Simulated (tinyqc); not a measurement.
Gate sheet resistance from two finger widths.

Problem. At low frequency R = Rsh Wf/(3 L) + B/Wf, where B collects the channel and vertical terms. Find Rsh, B and the width of lowest R.

Inputs (values chosen for the exercise): channel length L = 0.89 um.

input resistance of single fingers, contacted at one end, of width 0.55 and 6.2 um (ohm): [495.64692, 96.956627]

Answer. R Wf is a straight line in Wf^2; the minimum of R lies where both terms are equal.

Rsh = 23.0 ohm/square
B = 270 ohm um
width of lowest R = 5.60 um

Program tinyqc, `OMP_NUM_THREADS=1 python tinyqc.py 2262051 2262052 out.jsonl`; Intel Xeon 2.30GHz, shared host, one thread, about 0.01 s.
